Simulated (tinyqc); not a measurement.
Changing the density rho_2: thermal boundary conductance by the acoustic and diffuse mismatch models. Computed by tinyqc, a small Python program. Command: `OMP_NUM_THREADS=1 python tinyqc.py 3008058 3008059 out.jsonl kapitza sweep`. One thread of a shared host (Intel(R) Xeon(R) Processor @ 2.30GHz), about 0.01 s of CPU time with the checks.

Each side has one longitudinal and two transverse Debye branches, omega = v q up to q_D = (6 pi^2 n)^(1/3), with n counting all atoms. Scattering at the interface is elastic. Electrons are left out of G, also for metals. Melting is ignored. G refers to the temperatures of the phonons sent towards the interface. Linear branches over all atoms overstate G at high T, most for crystals with several atoms a cell.

Inputs (values chosen for the exercise, modelled on copper (side 1) and aluminium (side 2)):
```
quantity                    value     unit
density rho_1                8.72   g/cm^3
longitudinal velocity vL_1   5040      m/s
transverse velocity vT_1     2510      m/s
atom density n_1             84.3   1/nm^3
longitudinal velocity vL_2   6260      m/s
transverse velocity vT_2     3020      m/s
atom density n_2             58.7   1/nm^3
conductivity kappa_2          242  W/(m K)
temperature T                 300        K
```

Structure: superlattice.

Constants: hbar = 1.054571817e-34 J s; k_B = 1.380649e-23 J/K.

Method:
- omega_c = v q_D for each branch, given as hbar omega_c/k_B; impedance Z = rho v.
- No mode conversion. t(theta) = 4 Z_1 Z_2 cos(theta_1) cos(theta_2)/N^2, with N = Z_2 cos(theta_1) + Z_1 cos(theta_2) for L (the form for pressure waves) and N = Z_1 cos(theta_1) + Z_2 cos(theta_2) for both T branches (the form for shear waves polarised along the interface); sin(theta_2) = (v_2/v_1) sin(theta_1), and t = 0 beyond the critical angle arcsin(v_1/v_2); the mean over the incoming flux is alpha = 2 int t sin(theta_1) cos(theta_1) d theta_1 (64 Gauss-Legendre points).
- G = (k_B^4 T^3/(8 pi^2 hbar^3)) int W(x) x^4 e^x/(e^x - 1)^2 dx, x = hbar omega/(k_B T). Acoustic mismatch: W = sum over the three branches of alpha(1 to 2)/v_1^2, each up to the lower of its two cut-offs. Diffuse mismatch: W = S_1 S_2/(S_1 + S_2), where S_i sums 1/v^2 over the branches of side i still below their cut-off. Radiation limit: W = min(S_1, S_2). The integral is split at the four cut-offs (64 Gauss-Legendre points a piece, x at most 45).
- Boundary resistance R = 1/G and Kapitza length kappa_2/G use the diffuse value.

One run for each value; columns: (1) density rho_2 (g/cm^3); (2) G, acoustic mismatch (MW/(m^2 K)); (3) G, diffuse mismatch (MW/(m^2 K)); (4) G, radiation limit (MW/(m^2 K)):
```
(1)    (2)   (3)   (4)
0.5    434  1038  1720
0.8    630  1038  1720
1.3    888  1038  1720
2.1   1174  1038  1720
3.3   1425  1038  1720
5.3   1600  1038  1720
8.5   1629  1038  1720
14.0  1490  1038  1720
22.0  1257  1038  1720
```

Over the rows, G, acoustic mismatch (MW/(m^2 K)) goes from 434 through a maximum among these rows, 1630 at 8.50, to 1260; G, diffuse mismatch (MW/(m^2 K)) does not change; G, radiation limit (MW/(m^2 K)) does not change. The exponent of G, diffuse mismatch stays at 0: the diffuse model does not use the densities. The longitudinal impedances match at rho_2 = 7.02 and the transverse ones at 7.25 g/cm^3; the acoustic model is largest among these rows at 8.50, while the other two do not use the densities.

Caution (all rows): at this temperature short waves carry the heat; linear branches up to q_D overstate their velocity, and inelastic processes, left out here, grow with T.

Extremes, crossings and ranges named in words are read from the listed rows.
